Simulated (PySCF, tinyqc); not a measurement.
CIS on RHF in the sto-3g basis, for H4, spin multiplicity 1, step by step. The lowest restricted solution is unstable here: a spin-polarised one lies 0.0396 hartree lower (PySCF). One step of it, computed by the program tinyqc.

Problem. CIS matrix, singlets. A(ia,jb) = (e_a - e_i) d_ij d_ab + 2 (ia|jb) - (ij|ab).

orbital energies (hartree): MO1 -0.623990, MO2 -0.261842, MO3 0.251291, MO4 0.684008

Two-electron integrals over orbitals (pq|rs), unique and non-zero (hartree):
```
(11|11) 0.500820   (21|21) 0.145977   (22|11) 0.490886   (22|22) 0.500146
(31|31) 0.126281   (32|32) 0.083185   (33|11) 0.486593   (33|22) 0.480328
(33|33) 0.494241   (41|32) 0.081958   (41|41) 0.080796   (42|31) 0.127412
(42|42) 0.139730   (43|21) 0.145177   (43|43) 0.159592   (44|11) 0.492723
(44|22) 0.500905   (44|33) 0.500414   (44|44) 0.521253
```

Give: CIS matrix A, singlet.

Solution.

CIS matrix A, singlet (hartree):
```
        1>3     1>4     2>3     2>4
1>3  0.6412  0.0000  0.0000  0.1096
1>4  0.0000  0.9769  0.0187  0.0000
2>3  0.0000  0.0187  0.1992  0.0000
2>4  0.1096  0.0000  0.0000  0.7244
```
